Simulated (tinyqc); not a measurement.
# Trap density and scattering coefficient from 1/f noise

Problem. f S = K0 (1 + ac mu Cox I/gm)^2 with K0 = q^2 Vt lt Nt/(W L Cox^2), Vt in eV and Nt per eV. Find K0, Nt and ac.

Parameters, values chosen for the exercise:
- T = 273 K (temperature)
- L = 65 nm (gate length)
- W = 40 um (total gate width)
- Cox = 1.99 uF/cm^2 (gate capacitance)
- mu = 200 cm^2/(V s) (mobility)
- lt = 0.1 nm (tunnelling length into the oxide)

Constants: q = 1.602176634e-19 C, kB = 1.380649e-23 J/K, Vt = kB T/q. Results are converted to the units shown.

I/gm at two biases (V): [0.0355398214, 0.222206087]
f S at these biases (V^2): [8.92282652e-12, 1.31462392e-11]

Answer. sqrt(f S) is linear in I/gm: the intercept is sqrt(K0), and slope over intercept is ac mu Cox.

K0 = 8.21e-12 V^2
Nt = 1.40e17 cm^-3 eV^-1
ac = 3.00e3 V s/C

Computed by the program tinyqc: `OMP_NUM_THREADS=1 python tinyqc.py 2150006 2150007 out.jsonl`, one thread of a shared Intel Xeon 2.30GHz, about 0.01 s for the whole run.
